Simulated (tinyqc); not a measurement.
Thickness: WKB tunnelling through a gate dielectric with a two-band (Franz) dispersion.

At depth x the conduction edge lies u(x) = phi - V x/t above the electron. Parabolic: kappa = sqrt(m u/c). Franz: kappa = sqrt(m u (1 - u/Eg)/c), which vanishes at both band edges. c = hbar^2/2m0. T = exp(-2 integral of kappa dx) over the region u > 0; no image force, no prefactor, zero transverse momentum. The region ends at x_e = min(t, phi t/V); x_e < t is the Fowler-Nordheim regime.

Constants: hbar^2/2m0 = 3.80998211 eV angstrom^2.

Inputs chosen for the exercise (of the size used for Si3N4 on silicon; shifted at random, so the results belong to these values and not to a real crystal): Eg = 5.08 eV (gap of the dielectric); phi = 1.93 eV (barrier above the electron energy at the emitter); m = 0.43 m0 (mass at the conduction edge); V = 0.8 V (voltage across the layer).

The same voltage across layers of other thickness. The last column is the thickness that changes T by a factor of ten, ln(10)/(2 I/t).

Transmission:
```
t (angstrom)  field (MV/cm)  T parabolic   T Franz  angstrom per decade, Franz
8                     10.00      0.00132   0.00398                       3.334
10                     8.00     0.000252   0.00100                       3.334
12                     6.67     4.80e-05  0.000252                       3.334
15                     5.33     4.00e-06  3.17e-05                       3.334
20                     4.00     6.34e-08  1.00e-06                       3.334
25                     3.20     1.01e-09  3.17e-08                       3.334
30                     2.67     1.60e-11  1.00e-09                       3.334
40                     2.00     4.02e-15  1.00e-12                       3.334
```

At fixed voltage the exponent is proportional to t: T falls tenfold for each 3.33 angstrom. The ratio of Franz to parabolic grows with t, from 3.02 at 8 to 250 at 40 angstrom. Fields above about 7 MV/cm (2 of the rows) are past breakdown; those rows are an exercise.

Run: tinyqc, `OMP_NUM_THREADS=1 python tinyqc.py 1451075 1451076 out.jsonl`; Intel(R) Xeon(R) Processor @ 2.30GHz, one thread, shared host; about 0.01 s of CPU time with all checks.
